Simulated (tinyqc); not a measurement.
## Joule-heated wire on a substrate, fin equation: effect of the conductivity along the wire

A wire of length L loses heat along itself to two contacts and sideways to the substrate: kap A theta'' - g theta + p = 0 with theta = T - T0 and p(x) = p0 exp(-((x/L - x0)/sg)^2/2). The ends are held at T0. Constant conductivity, diffusive heat flow.

The equation is solved on 800 equal steps and the peak is the largest node value. LH = sqrt(kap A/g); the share is the integral of g theta over that of p.

Inputs (values chosen for the exercise): cross-section A = 2800 nm^2; conductance per length to the substrate g = 0.65 W/(m K); length between the contacts L = 1400 nm; thermal resistance of each contact Rc = 0 K/uW; peak heating per length p0 = 0.084 uW/nm; place of the hot spot as a share of L x0 = 0.7; width of the hot spot as a share of L sg = 0.09.

Effect of the conductivity along the wire:
```
kap (W/(m K)),LH (nm),L/LH,peak theta (K),peak/(p0/g),share to the substrate (%)
1.4,77.66,18.03,102.6,0.7938,98.40
3,113.7,12.32,88.62,0.6857,95.43
6.5,167.3,8.367,72.05,0.5575,88.88
14,245.6,5.701,54.56,0.4222,77.38
30,359.5,3.894,37.95,0.2937,60.81
65,529.2,2.646,23.72,0.1836,41.51
140,776.6,1.803,13.43,0.1039,24.74
```

As kap goes from 1.4 to 140 W/(m K), the peak theta falls from 103 to 13.4 K and the share of heat to the substrate falls from 98.4 to 24.7 %; L/LH goes from 18 to 1.8. Where L/LH is smallest the peak reaches 0.10 of p0/g, where it is largest 0.79.

Numbers from tinyqc (`OMP_NUM_THREADS=1 python tinyqc.py 2520055 2520056 out.jsonl`; about 0.01 s on one thread of a shared Intel Xeon 2.30GHz).
